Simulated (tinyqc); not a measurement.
## Piezoresistors in the (001) plane of a cubic crystal: effect of the direction of the resistor

Plane stress in crystal axes x = [100], y = [010]. First-order piezoresistance: d rho_xx/rho = p11 sxx + p12 syy, d rho_yy/rho = p12 sxx + p11 syy, d rho_xy/rho = p44 sxy; a resistor along d = (cos th, sin th) changes by dR/R = d.(d rho/rho).d. Changes of geometry and second-order terms are left out.

For uniaxial stress along or across the current: pL = p11 - (A/2) sin^2(2 th), pT = p12 + (A/2) sin^2(2 th), A = p11 - p12 - p44. dR/R is for the given stress.

Values chosen for this exercise; coefficients close to those of lightly doped p-type silicon:
- p11 = 6.5 x 1e-11/Pa (piezoresistive coefficient)
- p12 = -1.07 x 1e-11/Pa (piezoresistive coefficient)
- p44 = 134 x 1e-11/Pa (piezoresistive coefficient)
- Sx = 195 MPa (stress sxx)
- Sy = -26 MPa (stress syy)
- St = 25 MPa (shear stress sxy)

Effect of the direction of the resistor:

| th (deg) | pL (1e-11/Pa) | pT (1e-11/Pa) | pL - pT (1e-11/Pa) | dR/R (%) |
|---|---|---|---|---|
| 0 | 6.5000 | -1.0700 | 7.5700 | 1.2953 |
| 10 | 13.895 | -8.4648 | 22.360 | 2.3906 |
| 20 | 32.619 | -27.189 | 59.808 | 3.2530 |
| 30 | 53.911 | -48.481 | 102.39 | 3.7783 |
| 45 | 69.715 | -64.285 | 134.00 | 3.8088 |
| 60 | 53.911 | -48.481 | 102.39 | 2.9418 |
| 75 | 22.304 | -16.874 | 39.178 | 1.4094 |
| 90 | 6.5000 | -1.0700 | 7.5700 | -0.37765 |

The sum pL + pT = p11 + p12 = 5.43 holds in every row. |pL - pT|, which sets the output of a bridge under uniaxial stress, is largest at 45 degrees (134) and is 7.57 at 0 degrees. The change dR/R goes from 1.30 through a maximum of 3.81 (at th = 45 deg among the rows listed) to -0.378 %.

Numbers from tinyqc (`OMP_NUM_THREADS=1 python tinyqc.py 2530077 2530078 out.jsonl`; about 0.01 s on one thread of a shared Intel Xeon 2.30GHz).
